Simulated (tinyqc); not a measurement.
Width and zero-phonon weight against temperature: configuration-coordinate model of a defect: Huang-Rhys factor and luminescence line shape. Computed by tinyqc, a small Python program. Command: `OMP_NUM_THREADS=1 python tinyqc.py 3013595 3013596 out.jsonl ccline walk`. One thread of a shared host (Intel(R) Xeon(R) Processor @ 2.30GHz), about 0.01 s of CPU time with the checks.

Ground state E_g(Q) = (1/2) omega_g^2 Q^2; excited state E_e(Q) = E_0 + (1/2) omega_e^2 (Q - dQ)^2 with omega_e = omega_g and E_0 = E_ZPL. Q is mass-weighted; the dipole does not depend on Q (Condon approximation).

Inputs (values chosen for the exercise, for a model defect in a wide-gap host): zero-phonon energy E_ZPL = 2.04 eV; displacement dQ = 0.948 u^(1/2) angstrom; ground-state phonon hbar omega_g = 25.6 meV.

Modes: equal frequencies in both states.

Constants: hbar^2/u = 4.18015928e-03 eV angstrom^2; k_B = 8.617333262e-05 eV/K.

Method:
- S = hbar omega dQ^2/(2 hbar^2/u) for each state; relaxation energy S hbar omega; absorption at E_0 + S_e hbar omega_e, emission at E_0 - S_g hbar omega_g; the Stokes shift is their difference.
- Overlaps <m_e|n_g> of harmonic-oscillator functions (Hermite recursion, positive leading coefficients) by a sum over an even grid (700 points from x = -9 to 9 + d for the small table, 1500 points from -16 to 16 + d for the thermal sums), with x = Q sqrt(omega_g/hbar), d = sqrt(2 S_g) and frequency ratio omega_e/omega_g.
- Initial levels m = 0..24 carry Boltzmann weights exp(-m hbar omega_e/k_B T), normalised; final levels n = 0..79; a line lies at E_ZPL + m hbar omega_e - n hbar omega_g with weight w_m <m|n>^2. Moments are taken over these weights without the E^3 factor; FWHM = 2 sqrt(2 ln 2) x standard deviation; the zero-phonon weight is the sum of w_m <m|m>^2.
- For comparison: FWHM(0) sqrt(coth(hbar omega_e/2 k_B T)) with FWHM(0) from the first row, and exp(-S_g coth(hbar omega_e/2 k_B T)).

S_g = 2.75191

Against temperature:
```
T (K)  mean energy (eV)  FWHM (eV)  coth law (eV)  zero-phonon weight  exp(-S coth)
15               1.9696    0.10000        0.10000            0.063806    6.3806e-02
45               1.9696    0.10014        0.10014            0.063985    6.3330e-02
89               1.9696    0.10362        0.10362            0.068289    5.2102e-02
150              1.9696    0.11490        0.11490            0.078925    2.6436e-02
240              1.9696    0.13480        0.13480            0.088592    6.7371e-03
360              1.9696    0.15999        0.15999            0.091417    8.7276e-04
510              1.9696    0.18789        0.18789            0.089053    6.0416e-05
```

What follows from these numbers?

The width grows by a factor 1.88, flat while k_B T is well below hbar omega and as sqrt(T) above; for equal frequencies the coth law is exact. The mean energy stays fixed, as it must for equal frequencies. The zero-phonon weight goes from 0.0638 to 0.0891; the single exponential assumes equal frequencies, leaves out lines that absorb and emit the same number of phonons, and falls to 6.04e-5. The rise of the weight is a feature of one sharp mode; with a spread of mode energies those lines leave the zero-phonon energy and the weight falls.
